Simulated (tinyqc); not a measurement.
## Ballistic conductance of a hard-wall strip of a two-dimensional electron gas by counting modes: conductance against size

Subband edges E_n = C (n pi/W)^2/m, n = 1, 2, ...; C = hbar^2/(2 m0). Every mode transmits fully; spin gives the factor 2 in 2 q^2/h, valleys the factor gv.

G = (2 q^2/h) gv M; at zero temperature M counts the edges below Ef, at T it is the sum of degeneracy times f. The smooth (Sharvin) count is kF W/pi, kF = sqrt(m Ef/C), and with the boundary term kF W/pi - 1/2. f = 1/(1 + exp((E_n - Ef)/Vt)).

Parameters, values chosen for the exercise: temperature T = 4 K; mass m = 0.18 m0; valleys gv = 1; Fermi energy above the 2D band edge Ef = 0.238 eV.

Constants: q = 1.602176634e-19 C, kB = 1.380649e-23 J/K, hbar = 1.054571817e-34 J s, h = 6.62607015e-34 J s, m0 = 9.1093837015e-31 kg, Vt = kB T/q, hbar^2/(2 m0) = 0.0380998212 eV nm^2. Results are converted to the units shown.

Result of one run:

| W (nm) | M at T = 0 | M at T | smooth count | with boundary term | G (uS) |
|---|---|---|---|---|---|
| 9.8 | 3 | 3.0000 | 3.3078 | 2.8078 | 232.44 |

What becomes of these results when the width W is changed from 9.8 to 22.3 nm, all else the same?

Result of the changed run:

| W (nm) | M at T = 0 | M at T | smooth count | with boundary term | G (uS) |
|---|---|---|---|---|---|
| 22.3 | 7 | 7.0000 | 7.5269 | 7.0269 | 542.37 |

The whole series:

| W (nm) | M at T = 0 | M at T | smooth count | with boundary term | G (uS) |
|---|---|---|---|---|---|
| 6.6 | 2 | 2.0000 | 2.2277 | 1.7277 | 154.96 |
| 9.8 | 3 | 3.0000 | 3.3078 | 2.8078 | 232.44 |
| 12.9 | 4 | 4.0000 | 4.3541 | 3.8541 | 309.92 |
| 16.1 | 5 | 5.0000 | 5.4342 | 4.9342 | 387.40 |
| 19.2 | 6 | 6.0000 | 6.4806 | 5.9806 | 464.89 |
| 22.3 | 7 | 7.0000 | 7.5269 | 7.0269 | 542.37 |
| 25.5 | 8 | 8.0000 | 8.6070 | 8.1070 | 619.85 |
| 28.6 | 9 | 9.0000 | 9.6534 | 9.1534 | 697.33 |
| 31.7 | 10 | 10.000 | 10.700 | 10.200 | 774.81 |
| 34.9 | 11 | 11.000 | 11.780 | 11.280 | 852.29 |
| 38 | 12 | 12.000 | 12.826 | 12.326 | 929.77 |

The integer count climbs from 2 to 12 in steps, and G from 155 to 930 uS. In the last row M at T is 6.4 % below the smooth count and 2.6 % below the count with the boundary term: hard walls push the wave away from the edge and cost modes. The largest gap between M at T and the integer count is below 0.001.

Numbers from tinyqc (`OMP_NUM_THREADS=1 python tinyqc.py 2740124 2740125 out.jsonl`; about 0.07 s on one thread of a shared Intel Xeon 2.30GHz).
